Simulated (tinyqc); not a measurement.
CCSD on RHF in the 6-31g basis, for H2, spin multiplicity 1, step by step. One step of it, computed by the program tinyqc.

Problem. Iteration 1: diagonalisation and new density. Diagonalise F' = X^T F X, C = X C', fill 1 alpha and 1 beta electrons from the bottom; D = 2 C_occ C_occ^T. Each column has its largest component positive (the first on a tie).

Fock matrix F (hartree):
```
           1H 1s      1H 2s      2H 1s      2H 2s
1H 1s   0.121006  -0.376588  -0.315733  -0.337193
1H 2s  -0.376588  -0.247436  -0.337193  -0.287283
2H 1s  -0.315733  -0.337193   0.121006  -0.376588
2H 2s  -0.337193  -0.287283  -0.376588  -0.247436
```

X:
```
           1H 1s      1H 2s      2H 1s      2H 2s
1H 1s   1.253989  -0.498838  -0.035983   0.030058
1H 2s  -0.498838   1.651886   0.030058  -0.657577
2H 1s  -0.035983   0.030058   1.253989  -0.498838
2H 2s   0.030058  -0.657577  -0.498838   1.651886
```

Give: F' = X^T F X; orbital energies; coefficients C; D after iteration 1.

Solution.

F' = X^T F X (hartree):
```
         1        2        3        4
1   0.6002  -0.5680  -0.1915  -0.0929
2  -0.5680   0.2624  -0.0929  -0.1685
3  -0.1915  -0.0929   0.6002  -0.5680
4  -0.0929  -0.1685  -0.5680   0.2624
```

orbital energies (hartree): MO1 -0.4280, MO2 0.1032, MO3 0.9307, MO4 1.1194

coefficients C:
```
          MO1      MO2      MO3      MO4
1H 1s  0.2737   0.2102   0.8813  -0.9632
1H 2s  0.3463   1.1317  -0.6959   1.2352
2H 1s  0.2737  -0.2102   0.8813   0.9632
2H 2s  0.3463  -1.1317  -0.6959  -1.2352
```

D after iteration 1:
```
        1H 1s   1H 2s   2H 1s   2H 2s
1H 1s  0.1498  0.1896  0.1498  0.1896
1H 2s  0.1896  0.2398  0.1896  0.2398
2H 1s  0.1498  0.1896  0.1498  0.1896
2H 2s  0.1896  0.2398  0.1896  0.2398
```
